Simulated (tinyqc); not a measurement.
Ion implantation: universal nuclear stopping, Lindhard-Scharff electronic stopping and a Gaussian range profile: one step, computed by the program tinyqc. Command: `OMP_NUM_THREADS=1 python tinyqc.py 3018337 3018338 out.jsonl implant walk`. One thread of a shared host (Intel(R) Xeon(R) Processor @ 2.30GHz), about 0.07 s of CPU time with the checks.

An ion slows by elastic collisions with screened nuclei and by friction with electrons; channelling is ignored and the target is uniform.

Problem. Range and straggle. Reduced energy eps = 32.53 M2 E/(Z1 Z2 (M1 + M2)(Z1^0.23 + Z2^0.23)), E in keV; s_n = ln(1 + 1.1383 eps)/(2 (eps + 0.01321 eps^0.21226 + 0.19593 eps^0.5)) for eps up to 30 and ln(eps)/(2 eps) above; S_n = 8.462 Z1 Z2 M1 s_n/((M1 + M2)(Z1^0.23 + Z2^0.23)) in 1e-15 eV cm^2. S_e = k 3.83 Z1^(7/6) Z2/(Z1^(2/3) + Z2^(2/3))^(3/2) sqrt(E/M1) in 1e-15 eV cm^2, E in keV. Path length R = int_0^E dE'/(N (S_n + S_e)); energy lost to nuclei nu = int_0^E S_n/(S_n + S_e) dE' (both with E' = E y^3 and 64 Gauss-Legendre points in y). Estimates of Lindhard type: R_p = R/(1 + M2/(3 M1)), straggle dR_p = (2/3) R_p sqrt(M1 M2)/(M1 + M2).

Inputs (values chosen for the exercise, modelled on indium ions in aluminium):
```
quantity                               value    unit
ion atomic number Z1                      49       -
ion mass M1                              115       u
target atomic number Z2                   13       -
target mass M2                         26.98       u
target density N                        60.2  1/nm^3
ion energy E                             260     keV
scale factor of electronic stopping k    1.3       -
```

Give: path length R; projected range R_p; straggle dR_p; energy lost to nuclei nu.

Solution.

path length R = 112.26 nm

projected range R_p = 104.12 nm

straggle dR_p = 27.232 nm

energy lost to nuclei nu = 215.09 keV

83 % of the energy goes to nuclei over the whole path.
